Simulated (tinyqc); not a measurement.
Inside a calculation: thresholds of impact ionisation and Auger recombination from band masses. Values are carried at full precision from step to step, so a last printed digit may differ when a step is redone from the rounded ones.

Parabolic bands, no phonon. At threshold the three slow carriers share one velocity. With M their total mass and m4 the mass of the fast carrier, the fast carrier has the kinetic energy E_T = G M/(M - m4) and the slow ones together E_a = G m4/(M - m4), the activation energy of the Auger rate. CCCH (fast electron): G = Eg, M = 2 me + mh, m4 = me. CHHS (hole into the split-off band): G = Eg - Dso, M = 2 mh + me, m4 = ms; this form holds for Eg > Dso (below, the process needs about Dso - Eg and is marked by a dash). CHHL (hole into the light band): G = Eg, M = 2 mh + me, m4 = ml. CHHH (fast heavy hole): G = Eg, M = 2 mh + me, m4 = mh.

Constants: kB = 8.617333262e-05 eV/K; hbar^2/2m0 = 3.80998211 eV angstrom^2.

Parameters, chosen for this exercise (near those of GaSb, gap at low temperature and not tied to T; shifted at random, so the results belong to these values and not to a real crystal): Eg = 0.806 eV (gap at Gamma to the s-like level); Dso = 0.745 eV (spin-orbit splitting); me = 0.0388 m0 (electron mass at Gamma); mh = 0.32 m0 (heavy-hole mass); ms = 0.127 m0 (split-off mass); ml = 0.0439 m0 (light-hole mass); T = 200 K (temperature).

## Thresholds of four processes

Give G, M, m4, E_T, E_a and E_a/kT.

Results:
```
process  G (eV)       M      m4  E_T (eV)  E_a (eV)  E_a/kT
CCCH     0.8060  0.3976  0.0388    0.8932    0.0872    5.06
CHHS     0.0610  0.6788  0.1270    0.0750    0.0140    0.81
CHHL     0.8060  0.6788  0.0439    0.8617    0.0557    3.23
CHHH     0.8060  0.6788  0.3200    1.5248    0.7188   41.71
```

The lowest activation energy is that of CHHS (14 meV), then CHHL (56 meV). CHHS leads because G = Eg - Dso is small. At equal G a light fast carrier takes up the energy with little momentum, so little is asked of the slow ones; CHHH asks 0.89 Eg. For equal masses E_T would be 3/2 Eg; for electrons here it is 1.108 Eg.

## Momenta at the CCCH threshold

At the threshold of the parabolic CCCH process the fast electron has E_T = Eg M/(M - me), M = 2 me + mh, and the slow carriers E_a = E_T - Eg together. It has k4 = sqrt(me E_T/c), c = hbar^2/2m0; the slow carriers share k4 in proportion to their masses. Give the wave vectors and kinetic energies, and check that they add up to E_a.

k4 = 0.09537 1/angstrom

electron, electron, hole (1/angstrom): 0.00931  0.00931  0.07676

their kinetic energies (meV): 8.51  8.51  70.15

sum = 87.16 meV

The hole carries 80 % of the momentum and of the energy of the slow carriers.

## Non-parabolicity raises the threshold

Non-parabolic fast electron: E (1 + alpha E) = c k^2/me with alpha = (1 - me)^2/Eg; the slow carriers stay parabolic, so E_T = Eg + me E_T (1 + alpha E_T)/M, M = 2 me + mh (the root between Eg and 1.9 Eg).

Give alpha, E_T, E_a = E_T - Eg and k4.

alpha = 1.1463 1/eV
E_T = 1.0228 eV
E_a = 0.21684 eV
k4 = 0.15043 1/angstrom

E_a is 2.49 times the parabolic value, since an electron at E_T above the edge has 1 + alpha E_T = 2.17 times the squared momentum, and E_T itself is 1.15 times higher. In the real crystal the L valleys lie below this energy, so the fast electron may not stay in the Gamma valley.

## Temperature dependence

For non-degenerate carriers at fixed densities the Auger coefficient goes as exp(-E_a/kT), up to slowly varying powers of T. Give exp(-E_a/kT) for the parabolic and the non-parabolic CCCH value, and the characteristic temperature T0 = kT^2/E_a of each.

Boltzmann factors: 0.006363  3.434e-06

T0 (K): 40  16

Non-parabolicity lowers the factor by 1.9e+03 times; direct CCCH is then negligible, and processes with lower thresholds, or assisted by phonons or defects, take over.

## Checks

- Largest energy that an electron at k4 can give to a pair, by numerical search, against Eg (eV): both 0.8060.

Computed by tinyqc, a small Python program: `OMP_NUM_THREADS=1 python tinyqc.py 1880613 1880614 out.jsonl` (the numbers bound the seed that draws the inputs); one thread of a shared host (Intel(R) Xeon(R) Processor @ 2.30GHz), about 0.01 s for the whole set of steps.
